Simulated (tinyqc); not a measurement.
Landau-Devonshire theory of a uniaxial ferroelectric: one step, computed by the program tinyqc.

G(P) = (alpha/2) P^2 + (beta*/4) P^4 + (gamma/6) P^6 - E P per volume, SI units, one domain, P along the polar axis, which is normal to the film.

Question. A capacitor with imperfect screening. Between shorted electrodes with screening length lambda each, the depolarising field is -k P, k = 2 lambda/(eps_0 (d + 2 lambda eps_b)), so alpha turns into alpha + k. Ps^2 = [-beta* + sqrt(beta*^2 - 4 alpha gamma)]/(2 gamma). The polar state is the lowest uniform state while alpha + k < 0 (beta* > 0) or < 3 beta*^2/(16 gamma) (beta* < 0); setting the equality gives the critical thickness d_c.

Inputs (values chosen for the exercise, for a model ferroelectric): Curie-Weiss temperature T0 = 810 K; gamma = 1.38e+10 J m^9/C^6; temperature T = 497 K; film thickness d = 35 nm; screening length lambda = 0.0044 nm; background permittivity eps_b = 7.

Sample: epitaxial film.

alpha = -1.738200e+08 J m/C^2

beta* = -1.250800e+09 J m^5/C^4

Constants: eps_0 = 8.8541878128e-12 F/m.

Give: depolarising coefficient k; polarisation of the film; size of the depolarising field; critical thickness d_c.

Answer.

depolarising coefficient k = 2.835e+07 J m/C^2

polarisation of the film = 39.69 microcoulomb/cm^2

size of the depolarising field = 11.25 MV/m

critical thickness d_c = 5.033 nm
